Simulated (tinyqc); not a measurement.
Gap and screening length from two transmissions.

Question. At the source junction of a tunnel FET, T(w) = exp(-S), S = 2 pi lam sqrt(m/(C Eg)) [w + Eg/2 - sqrt(w (w + Eg))], C = hbar^2/(2 m0). Find Eg (between 0.1 and 3 eV) and lam.

Values chosen for this exercise: band-edge mass of the two-band model m = 0.024 m0.

Constants: q = 1.602176634e-19 C, hbar = 1.054571817e-34 J s, m0 = 9.1093837015e-31 kg, hbar^2/(2 m0) = 0.0380998212 eV nm^2. Results are converted to the units shown.

T(w) at w = 0.08 and 0.39 eV: 0.41418639  0.70289967

Solution. The ratio of the two exponents depends on Eg alone and falls steadily with it, which fixes Eg; either exponent then gives lam.

ratio of the two S = 2.50
Eg = 0.351 eV
lam = 1.50 nm

Numbers from tinyqc (`OMP_NUM_THREADS=1 python tinyqc.py 2620067 2620068 out.jsonl`; about 0.01 s on one thread of a shared Intel Xeon 2.30GHz).
